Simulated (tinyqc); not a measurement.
Floating body of a partially depleted SOI transistor: body voltage and kink: one step of the calculation.

Source at 0 V. Channel current Ic = 2 nf K Vt^2 [F(0) - F(Vd)](1 + la Vd), F(V) = ln^2(1 + exp((Vg - VT - nf V)/(2 nf Vt))), VT = VT0 - gb Vb. Saturation voltage Vs = 2 Vt sqrt(F(0)) + 3 Vt, excess Ve = (Vd - Vs + sqrt((Vd - Vs)^2 + 0.0004 V^2))/2, multiplication M1 = Ai Ve exp(-Bl/Ve). Each junction passes D(v) = J1 (exp(v/Vt) - 1) + J2 (exp(v/(2 Vt)) - 1). Bipolar current Ib = bb J1 (exp(Vb/Vt) - 1). The body settles where M1 (Ic + Ib) = D(Vb) + D(Vb - Vd) + Vb/Rb; drain current Id = (1 + M1)(Ic + Ib) - D(Vb - Vd).

Problem. New Vb. Current into the body I_in = M1 (Ic + Ib) - D(Vb - Vd), current out I_out = D(Vb) + Vb/Rb; f = ln(I_in/I_out), s = df/dVb by central differences over 1e-5 V, Vb(new) = Vb - f/s.

Inputs (values chosen for the exercise); values of the order met in partially depleted silicon-on-insulator transistors: temperature T = 300 K; threshold at zero body voltage VT0 = 0.48 V; fall of the threshold per volt of body voltage gb = 0.15; slope factor nf = 1.15; gain factor per width K = 450 uA/(V^2 um); channel-length modulation factor la = 0.08 1/V; impact-ionisation prefactor Ai = 3.71 1/V; impact-ionisation voltage Bl = 6.9 V; diffusion saturation current of each junction J1 = 3.1e-12 uA/um; recombination saturation current of each junction J2 = 4.3e-8 uA/um; gain of the lateral bipolar transistor on the diffusion current bb = 1; resistance of a weak body tie to the source (1e9 stands for no tie, and the term is then dropped) Rb = 1000 kohm um; gate voltage Vg = 0.69 V; drain voltage Vd = 1.8 V.

Constants: q = 1.602176634e-19 C, kB = 1.380649e-23 J/K, Vt = kB T/q. Results are converted to the units shown.

Vb at the start = 0.72 V

Wanted: Ic; Ve; M1; I_in; I_out; f; s; Vb after iteration 1.

Solution.

Ic = 22.674 uA/um
Ve = 1.4457 V
M1 = 0.045367
I_in = 1.2039 uA/um
I_out = 4.6301 uA/um
f = -1.3470
s = -26.769 1/V
Vb after iteration 1 = 0.66968 V

Range of the model: The multiplication law is an empirical form chosen for the exercise; self-heating and capacitive coupling to the body are left out, and the linear laws are rough once Vb passes about 0.7 V or M1 about 0.1.

tinyqc, about 0.2 s, one thread, Intel Xeon 2.30GHz (shared host): `OMP_NUM_THREADS=1 python tinyqc.py 2182211 2182212 out.jsonl`
